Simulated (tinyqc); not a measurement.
Matthiessen's rule against the full average: mobility of a non-polar semiconductor in the relaxation-time approximation. Computed by tinyqc, a small Python program. Command: `OMP_NUM_THREADS=1 python tinyqc.py 3006380 3006381 out.jsonl rta walk`. One thread of a shared host (Intel(R) Xeon(R) Processor @ 2.30GHz), about 0.01 s of CPU time with the checks.

Each valley is treated as a sphere of mass m_d for states and rates, with one isotropic relaxation time; the conductivity mass m_c sets the current.

Inputs (values chosen for the exercise, modelled on electrons in diamond):
```
quantity                                            value       unit
longitudinal mass m_l                                 1.5        m_0
transverse mass m_t                                 0.283        m_0
equivalent valleys Z                                    6          -
static permittivity eps_s                             5.7          -
density rho                                          3515     kg/m^3
sound velocity v_l                                  17800        m/s
acoustic deformation potential D_A                    8.8         eV
phonon energy hbar w                                  144        meV
optical or intervalley deformation potential D_o      8.2  1e8 eV/cm
final valleys Z_f                                       5          -
carrier density n                                 4.9e+19     1/cm^3
compensation ratio C                                    0          -
temperature T                                         500          K
```

Band: parabolic. Impurity formula: Conwell-Weisskopf. Further scattering: none.

Constants: k_B = 8.617333262e-05 eV/K; m_0 = 9.1093837015e-31 kg; e = 1.602176634e-19 C; hbar = 1.054571817e-34 J s; eps_0 = 8.8541878128e-12 F/m; k_B = 1.380649e-23 J/K; hbar = 6.582119569e-16 eV s.

Method:
- m_d = (m_l m_t^2)^(1/3); 1/m_c = (1/m_l + 2/m_t)/3; Hall mass factor A = 3 K_m (K_m + 2)/(2 K_m + 1)^2, K_m = m_l/m_t; N_I = n (1 + C)/(1 - C).
- Parabolic band: E = hbar^2 k^2/(2 m), speed v = hbar k/m, states per spin, volume and energy g(E) = m k/(2 pi^2 hbar^2). Here m = m_d. Masses are multiplied by m_0 and all formulas are in SI units.
- The reduced Fermi level eta = E_F/(k_B T) solves n = 2 Z int g f dE with f = 1/(1 + exp(x - eta)) (Z = 1 unless valleys are given); screening length L_s = sqrt(eps_s eps_0 k_B T/(e^2 dn/deta)), dn/deta = 2 Z int g f (1 - f) dE.
- Integrals over x = E/(k_B T) use 160 Gauss-Legendre points in u = sqrt(x) from 0 to sqrt(max(eta, 0) + 32).
- Phonon occupation N_q = 1/(exp(hbar w/(k_B T)) - 1).
- Acoustic deformation potential (elastic, equipartition, absorption and emission together): 1/tau = 2 pi k_B T D_A^2 g(E)/(hbar rho v_l^2).
- Optical or intervalley deformation potential: 1/tau = (pi Z_f D_o^2/(rho w)) [N_q g(E + hbar w) + (N_q + 1) g(E - hbar w)], with g = 0 below the band edge.
- Each optical term is multiplied by (1 - f(E'))/(1 - f(E)), E' the final energy, for Pauli blocking.
- Singly charged impurities, momentum relaxation: 1/tau = N_I e^4 m (1 + 2 alpha E) Phi/(8 pi (eps_s eps_0)^2 hbar^3 k^3), with alpha = 0 for a parabolic band.
- Conwell-Weisskopf: Phi = ln(1 + y^2), y = 4 pi eps_s eps_0 E N_I^(-1/3)/e^2 (largest impact parameter N_I^(-1/3)/2).
- mu = (m_d/m_c) (2 Z e/(3 n k_B T)) int g v^2 tau f (1 - f) dE.
- Averages over x are split at the emission threshold x_0 = hbar w/(k_B T): 64 Gauss-Legendre points in sqrt(x) below it and 128 in sqrt(x - x_0) above it, up to x = max(eta, 0) + 32.
- Rates are added at each energy before the average. With <y> = int g v^2 y f (1 - f) dE: Hall factor r_H = A (3 n k_B T/(2 Z m_d)) <tau^2/(1 + 2 alpha E)>/<tau>^2 (alpha = 0 for a parabolic band); Hall mobility r_H mu; |S| = (k_B/e) (<x tau>/<tau> - eta); resistivity 1/(n e mu).
- Matthiessen's rule adds 1/mu of the separate processes.

acoustic mobility = 2862.68 cm^2/(V s)

optical mobility = 6923.27 cm^2/(V s)

ionised impurity mobility = 50.6189 cm^2/(V s)

drift mobility mu = 48.2160 cm^2/(V s)

Separate mobilities:
```
process           mu (cm^2/(V s))  share of the sum of 1/mu (%)
acoustic                   2862.7                         1.725
optical                    6923.3                         0.713
ionised impurity             50.6                        97.562
```

mobility by Matthiessen's rule = 49.385 cm^2/(V s)

excess of Matthiessen's rule over the full mu = 2.4236 %

What does the comparison show, and why?

The rule gives 49.38 against the full 48.22, 2.4 % too high; it can only overestimate, since each separate average is carried by the energies where that process is weak. One process, ionised impurity, holds 98 % of the resistance, so the error is small. Caution: above a few 1e18 per cm^3 the Born approximation, static screening and an unperturbed band are rough; measured mobilities are usually lower. Caution: n is taken as given; at low temperature (in diamond even at 300 K) real dopants can freeze out, which changes n and N_I.

Extremes, crossings and ranges named in words are read from the listed rows.
